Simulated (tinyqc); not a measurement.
Threshold of a short bulk MOSFET: charge sharing, barrier lowering, narrow width: two steps of the calculation.

n-channel device on a p-type body, depletion approximation, full ionisation. Uniform doping N = Na. Vbi from Boltzmann statistics is rough for the degenerate source. Cox = eps0 eox/tox.

Inputs (values chosen for the exercise); band and dielectric values close to those of silicon:
- T = 300 K (temperature)
- Eg = 1.13 eV (band gap)
- eps_r = 11.5 (relative permittivity)
- Nc = 2.77e19 cm^-3 (conduction-band density of states at T)
- Nv = 2.64e19 cm^-3 (valence-band density of states at T)
- eox = 3.9 (relative permittivity of the gate insulator (close to silicon dioxide))
- tox = 3.2 nm (insulator thickness)
- Na = 6.4e17 cm^-3 (channel doping)
- Nsd = 1e20 cm^-3 (source and drain doping)
- Vfb = -0.81 V (flat-band voltage for the doping Na)
- xj = 110 nm (junction depth)
- Vbs = 0 V (body-source voltage)
- Vds = 0.5 V (drain-source voltage)
- W = 330 nm (gate width)
- xw = 0.7854 (shape factor of the fringing depletion at the width edges)
- L = 240 nm (channel length)

Constants: q = 1.602176634e-19 C, kB = 1.380649e-23 J/K, Vt = kB T/q, eps0 = 8.8541878128e-14 F/cm where lengths are in cm. Results are converted to the units shown.

Problem 1. Long-channel threshold and scales. ni = sqrt(Nc Nv) exp(-Eg/(2 Vt)), Eg in volts; 2 pB = 2 Vt ln(N/ni); flat band Vfb - Vt ln(N/Na); Wd = sqrt(2 eps0 eps_r (2 pB - Vbs)/(q N)); body term q N Wd/Cox; long-channel VT0 = flat band + 2 pB + body term; Vbi = Vt ln(N Nsd/ni^2); scale length l = sqrt((eps_r/eox) tox Wd).

Wanted: N; 2 pB; flat band; Wd; body term; VT0; Vbi; l.

Solution 1.

N = 6.4000e17 cm^-3
2 pB = 0.93644 V
flat band = -0.81000 V
Wd = 43.125 nm
body term = 0.40979 V
VT0 = 0.53622 V
Vbi = 1.0670 V
l = 20.172 nm

Problem 2. Short-channel and narrow-width shifts. Charge sharing (trapezoid; it ignores Vds): F = (xj/L)(sqrt(1 + 2 Wd/xj) - 1), lowering = body term times F. Barrier lowering: th = exp(-L/(2 l)) + 2 exp(-L/l), lowering = th [2 (Vbi - 2 pB) + Vds], DIBL = th. Narrow width: rise = body term times xw Wd/W. VT by each model = VT0 - lowering + rise.

2 pB = 0.93643650 V
Wd = 43.125313 nm
body term = 0.40978804 V
VT0 = 0.53622453 V
Vbi = 1.0670268 V
l = 20.172408 nm

Give: F; lowering by charge sharing; th; lowering of the barrier; DIBL; narrow-width rise; VT, charge sharing; VT, barrier lowering.

Solution 2.

F = 0.15386
lowering by charge sharing = 63.051 mV
th = 0.0026228
lowering of the barrier = 1.9964 mV
DIBL = 2.6228 mV/V
narrow-width rise = 42.060 mV
VT, charge sharing = 0.51523 V
VT, barrier lowering = 0.57629 V

L is 11.9 scale lengths. The charge-sharing lowering is 31.6 times the barrier lowering; the first falls off as 1/L and the second exponentially. Both describe the same loss of gate control, so they are alternatives and are not added.

Program tinyqc, `OMP_NUM_THREADS=1 python tinyqc.py 2002089 2002090 out.jsonl`; Intel Xeon 2.30GHz, shared host, one thread, about 0.01 s.
